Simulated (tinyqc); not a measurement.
Electron mobility in a silicon inversion layer, empirical terms and Matthiessen rule: course of the iteration: inversion density for the measured current.

Inversion layer of sheet density Ns on a uniformly doped body, under a high-permittivity gate with an interlayer. The mobility terms are empirical power laws with prefactors chosen for the exercise; adding their inverses (Matthiessen) is itself an approximation.

I = (W/L) q Ns mu Vd. E = q (Ndep + eta Ns)/(eps0 eps_r) in MV/cm. With t = T/(300 K): muC = Ac (Ns/1e12 cm^-2) t/(Nb/1e17 cm^-3 + Nit/1e11 cm^-2), muP = Ap E^(-1/3) t^(-1.75), muS = As E^(-gs), muR = Ar exp(2 ti/lr)/t; 1/mu is the sum of the inverses. Ns(new) = I/((W/L) q mu Vd).

Stop when Ns changes by less than 1e5 cm^-2, or after 15 iterations.

Inputs (values chosen for the exercise); material values close to those of silicon:
- T = 350 K (temperature)
- eps_r = 11.8 (relative permittivity of the semiconductor)
- Nb = 2.3e17 cm^-3 (body doping)
- eta = 0.5 (weight of the inversion charge in the effective field)
- Ap = 380 cm^2/(V s) (phonon-limited mobility at 1 MV/cm and 300 K)
- As = 1010 cm^2/(V s) (roughness-limited mobility at 1 MV/cm)
- gs = 2 (exponent of the roughness term)
- Ac = 1900 cm^2/(V s) (Coulomb prefactor)
- Nit = 1.1e12 cm^-2 (charge at the interface)
- Ar = 390 cm^2/(V s) (remote-phonon mobility without interlayer)
- ti = 1.1 nm (interlayer thickness)
- lr = 0.9 nm (decay length of remote phonons)
- WL = 1 (ratio W/L)
- Vd = 0.02 V (drain voltage)
- I = 0.148 uA (measured linear current)

Constants: q = 1.602176634e-19 C, eps0 = 8.8541878128e-14 F/cm where lengths are in cm. Results are converted to the units shown.

Ns at the start = 8.9e11 cm^-2
Ndep = 1.56683e12 cm^-2

Course of the iteration:
```
iteration  Ns (cm^-2)  |change| (cm^-2)
1          4.35276e11           4.55e11
2          7.55419e11           3.20e11
3          4.89250e11           2.66e11
4          6.85806e11           1.97e11
5          5.25704e11           1.60e11
6          6.46947e11           1.21e11
7          5.49536e11           9.74e10
8          6.24358e11           7.48e10
9          5.64778e11           5.96e10
10         6.10923e11           4.61e10
11         5.74386e11           3.65e10
12         6.02825e11           2.84e10
13         5.80388e11           2.24e10
14         5.97904e11           1.75e10
15         5.84115e11           1.38e10
```

Did this iteration meet its convergence test, and what does its course show?

No. Not converged within 15 iterations. The value swings about the solution and each change is still 0.79 times the one before. Near the solution, 5.901e11 cm^-2, d ln Ns(new)/d ln Ns = -d ln mu/d ln Ns = -0.784, which sets the rate. A rerun with the update Ns (Ns(new)/Ns)^(1/(1 - s)), s = -0.784, converges in 4 iterations.

Numbers from tinyqc (`OMP_NUM_THREADS=1 python tinyqc.py 2510039 2510040 out.jsonl`; about 0.01 s on one thread of a shared Intel Xeon 2.30GHz).
